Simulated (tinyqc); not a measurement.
Surface potential of a MOS transistor: implicit equation and explicit approximations: effect of the channel-body voltage at fixed gate voltage.

p-type body, charge-sheet picture, depletion and inversion only, full ionisation (an idealisation for deep acceptors), Boltzmann statistics (rough once Na exp(x - xn) passes about Nc/7). In units of Vt: xg = (Vg - Vfb)/Vt, x = psi/Vt, G = gamma/sqrt(Vt), xn = (2 phiF + Vc)/Vt. The implicit equation is (xg - x)^2 = G^2 [x - 1 + exp(x - xn)] for x above about 3. Cox = eps0 eox/tox.

ni = sqrt(Nc Nv) exp(-Eg/(2 Vt)), Eg in volts; phiF = Vt ln(Na/ni); gamma = sqrt(2 q eps0 eps_r Na)/Cox; VT = Vfb + Vt (xn + G sqrt(xn - 1)). Depletion value a = 1 + [sqrt(G^2/4 + xg - 1) - G/2]^2; inversion value b = xn + ln[(xg - xn)^2/G^2 - xn + 1] and first guess y = min(a, b) - ln(1 + exp(-|a - b|)) if a > xn + 1, else b = y = a; one second-order correction with D = exp(y - xn), p = 2 (xg - y) + G^2 (1 + D), w = (xg - y)^2 - G^2 (y - 1 + D): z = y + 2 w/(p + sqrt(p^2 - 2 (2 - G^2 D) w)), or the Newton step z = y + w/p where the root is not real. N_inv = (Cox Vt G/q) [sqrt(x - 1 + exp(x - xn)) - sqrt(x - 1)] at the root. Lambert form (Cox m Vt/q) W0[(G/(2 m sqrt(xn - 1))) exp((Vg - VT)/(m Vt))], m = 1 + G/(2 sqrt(xn - 1)). Errors under 1e-4 mV, and the linear form below VT, are printed as 0.

Parameters, values chosen for the exercise; band and dielectric values close to those of silicon:

| symbol | value | unit | meaning |
|---|---|---|---|
| T | 300 | K | temperature |
| Eg | 1.14 | eV | band gap |
| eps_r | 11.7 |  | relative permittivity |
| Nc | 2.77e19 | cm^-3 | conduction-band density of states at T |
| Nv | 2.62e19 | cm^-3 | valence-band density of states at T |
| eox | 3.9 |  | relative permittivity of the gate insulator (close to silicon dioxide) |
| tox | 7.7 | nm | insulator thickness |
| Na | 2.1e17 | cm^-3 | acceptor density |
| Vfb | -0.75 | V | flat-band voltage |
| Vg | 1.82 | V | gate-body voltage |

Constants: q = 1.602176634e-19 C, kB = 1.380649e-23 J/K, Vt = kB T/q, eps0 = 8.8541878128e-14 F/cm where lengths are in cm. Results are converted to the units shown.

Effect of the channel-body voltage at fixed gate voltage:
```
Vc (V)	psi (V)	x - xn	error of y (mV)	error of z (mV)	N_inv (cm^-2)	Cox (Vg - VT)/q (cm^-2)	Lambert form (cm^-2)
0	1.029	5.421	5.70	-0.0538	2.662e12	3.174e12	2.719e12
0.2	1.220	5.058	6.68	-0.0891	1.979e12	2.446e12	2.020e12
0.4	1.407	4.579	8.30	-0.180	1.317e12	1.733e12	1.344e12
0.6	1.589	3.851	11.6	-0.558	6.870e11	1.032e12	7.009e11
0.8	1.746	2.216	12.9	-0.540	1.441e11	3.407e11	1.466e11
1	1.788	-3.896	0.0953	0	3.260e8	0	3.141e8
1.2	1.788	-11.63	0	0	1.429e5	0	1.222e5
1.4	1.788	-19.37	0	0	62.39	0	45.17
```

What does the table show?

As Vc goes from 0 to 1.4, psi rises from 1.03 to 1.79 V, x - xn falls from 5.42 to -19.4 and N_inv falls from 2.66e12 to 62.4 cm^-2. The Lambert form lies between 0.724 and 1.02 times N_inv. psi follows Vc only while the surface is inverted; once x falls below xn it settles at the depletion value. For Vc = 0, 0.2, 0.4, 0.6 the electron quasi-Fermi level lies less than 2 Vt below the band edge at the surface, or above it, where degeneracy and confinement, left out, matter.

Numbers from tinyqc (`OMP_NUM_THREADS=1 python tinyqc.py 2122229 2122230 out.jsonl`; about 0.01 s on one thread of a shared Intel Xeon 2.30GHz).
